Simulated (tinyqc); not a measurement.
What moves the results: model-solid line-up of a strained alloy layer on a substrate. A value that a table varies takes the place of the one given here.

All values of the alloy are linear in x but the gap, Eg(x) = (1 - x) Eg_A + x Eg_B - C x (1 - x), and the valence edge, Ev(x) = (1 - x) Ev_A + x Ev_B + fv C x (1 - x); Ec = Ev + Eg. Ev is the top of the unstrained valence band on a scale common to all materials. In the layer only the Gamma valley of the conduction band is followed, also where an X or L valley would lie lower.

Coherent growth on a (001) face: e_par = (a_s - a)/a, e_perp = -2 (C12/C11) e_par; exx = eyy = e_par, ezz = e_perp, no shear.

Strained edges: Ec + ac tr(e); the valence edges are Ev plus the levels of the 6 x 6 matrix of X, Y, Z times spin with -Dso/3 + l exx + m (eyy + ezz) on the diagonal (cyclic), n exy off it, l = av + 2 b, m = av - b, n = sqrt(3) d. Spin-orbit term (Dso/3) L.sigma on X, Y, Z with (L_k)_ij = -i epsilon_kij: <X+|H|Y+> = -i Dso/3, <X+|H|Z-> = Dso/3, <Y+|H|Z-> = -i Dso/3, <Z+|H|X-> = -Dso/3, <Z+|H|Y-> = i Dso/3, <X-|H|Y-> = i Dso/3, and their conjugates; + and - are the spin along z.

dEc = Ec(substrate) - Ec(layer), dEv = Ev(layer) - Ev(substrate); positive values confine the carrier in the layer. Type I: both of one sign; type II: opposite signs; type III: the gaps do not overlap.

Coherent growth: e_par = (a_s - a)/a. (001): e_perp = -2 (C12/C11) e_par; exx = eyy = e_par, ezz = e_perp, no shear. (111): e_perp = -(2 C11 + 4 C12 - 4 C44)/(C11 + 2 C12 + 4 C44) e_par; exx = eyy = ezz = (2 e_par + e_perp)/3 and exy = eyz = ezx = (e_perp - e_par)/3. (110): e_perp = -(C11 + 3 C12 - 2 C44)/(C11 + C12 + 2 C44) e_par; exx = eyy = (e_par + e_perp)/2, ezz = e_par, exy = (e_perp - e_par)/2, eyz = ezx = 0.

Parameters, chosen for this exercise (A near AlAs, B near InAs, substrate near InP; the results hold for these values, not for the real material):

| symbol | value | unit | meaning |
|---|---|---|---|
| a | (5.659, 6.053) | angstrom | lattice constant of A, B |
| Eg | (3.116, 0.422) | eV | gap at Gamma to the s-like level of A, B |
| Dso | (0.276, 0.385) | eV | spin-orbit splitting of A, B |
| Ev | (-1.35, -0.59) | eV | top of the unstrained valence band of A, B |
| ac | (-5.57, -5.09) | eV | conduction deformation potential of A, B |
| av | (2.48, 1.01) | eV | valence hydrostatic potential of A, B |
| b | (-2.29, -1.79) | eV | tetragonal shear potential of A, B |
| d | (-3.38, -3.63) | eV | trigonal shear potential of A, B |
| C11 | (124.9, 84.3) | GPa | of A, B |
| C12 | (53.4, 45.2) | GPa | of A, B |
| C44 | (54, 40.1) | GPa | of A, B |
| C | 0.674 | eV | bowing of the gap |
| fv | 0 |  | share of the bowing taken by the valence edge |
| a_s | 5.876 | angstrom | substrate |
| Eg_s | 1.437 | eV | lowest gap of the substrate |
| Ev_s | -0.95 | eV | substrate valence edge |
| face | 001 |  | growth face |
| x | 0.2 |  | fraction of B |

## Composition against offsets

Each composition is strained to the same substrate.

Results:

| x | e_par (%) | relaxed gap (eV) | strained gap (eV) | valence splitting (meV) | dEc (eV) | dEv (eV) | type |
|---|---|---|---|---|---|---|---|
| 0.12 | 2.97 | 2.722 | 2.271 | 313 | -0.791 | -0.043 | I |
| 0.24 | 2.13 | 2.347 | 2.045 | 211 | -0.563 | -0.044 | I |
| 0.37 | 1.23 | 1.962 | 1.802 | 112 | -0.335 | -0.031 | I |
| 0.49 | 0.41 | 1.628 | 1.579 | 34 | -0.140 | -0.002 | I |
| 0.61 | -0.40 | 1.312 | 1.325 | 29 | 0.040 | 0.073 | I |
| 0.73 | -1.19 | 1.017 | 1.050 | 78 | 0.203 | 0.184 | I |
| 0.86 | -2.03 | 0.718 | 0.767 | 118 | 0.364 | 0.306 | I |
| 0.98 | -2.80 | 0.463 | 0.519 | 145 | 0.496 | 0.422 | I |

The alloy matches the substrate at x = 0.551, where the top valence edge changes its character and the splitting passes through zero. The strained gap runs from 2.271 to 0.519 eV, against 2.722 to 0.463 eV for the relaxed alloy: strain takes back part of the change that the composition makes. Strains above 2 % can be kept only in layers of a few nanometres. The line-up is type I throughout on these rows, with the layer turning from barrier to well; as the two offsets do not vanish at the same x, a type II window lies between the rows where they change sign. Offsets below about 50 meV are within the spread of parameter sets, so those rows do not settle the type. Where the alloy is indirect its X or L edge, left out, lies lower and sets the real gap and dEc.

## The same layer on three faces

Composition and substrate are kept.

Results:

| face | e_perp (%) | tr(e) (%) | shift of Ec (meV) | shift of Ev (meV) | valence splitting (meV) | gap (eV) |
|---|---|---|---|---|---|---|
| (001) | -2.135 | 2.682 | -146.8 | 202.9 | 243.8 | 2.1196 |
| (111) | -1.335 | 3.482 | -190.6 | 177.8 | 175.8 | 2.1010 |
| (110) | -1.508 | 3.310 | -181.2 | 183.0 | 190.2 | 2.1052 |

The layer yields most along the normal on (001) and least on (111), so the volume change, and with it the shift of Ec, is largest on (111). The valence splitting, set by b on (001), by d on (111) and by both on (110), is largest on (001). The gaps span 19 meV, from (111) to (001).

## What each parameter does

Strained gap, valence splitting and offsets. Each row changes one parameter from the base and keeps the others.

Results:

| case | gap (eV) | splitting (meV) | dEc (eV) | dEv (eV) |
|---|---|---|---|---|
| base | 2.1196 | 243.8 | -0.6375 | -0.0451 |
| x = 0.22 | 2.0821 | 227.2 | -0.6003 | -0.0448 |
| a_s = 5.856 angstrom | 2.1738 | 204.9 | -0.6588 | -0.0781 |
| C = 0.774 eV | 2.1036 | 243.8 | -0.6215 | -0.0451 |
| fv = 0.2 | 2.1196 | 243.8 | -0.6591 | -0.0235 |
| Ev_s = -0.9 eV | 2.1196 | 243.8 | -0.5875 | -0.0951 |
| C12 = (61.41, 51.98) GPa | 2.1320 | 263.0 | -0.6551 | -0.0399 |
| b = (-2.633, -2.058) eV | 2.0936 | 284.7 | -0.6375 | -0.0190 |
| av = (2.852, 1.162) eV | 2.1108 | 243.8 | -0.6375 | -0.0363 |

The largest shifts from the base row, up to three for each result and ties (the steps differ in size, so this ranks the rows, not the parameters). gap (eV): a_s +0.0542, x -0.0376, b -0.0260; unchanged at the printed digits by fv and Ev_s. splitting (meV): b +40.9, a_s -38.9, C12 +19.2; unchanged at the printed digits by C, fv, Ev_s and av. dEc (eV): Ev_s +0.0500, x +0.0373, fv -0.0216; unchanged at the printed digits by b and av. dEv (eV): Ev_s -0.0500, a_s -0.0330, b +0.0260; unchanged at the printed digits by C.

(tinyqc, `OMP_NUM_THREADS=1 python tinyqc.py 1050146 1050147 out.jsonl`, Intel(R) Xeon(R) Processor @ 2.30GHz, 1 thread, shared host, about 0.02 s.)
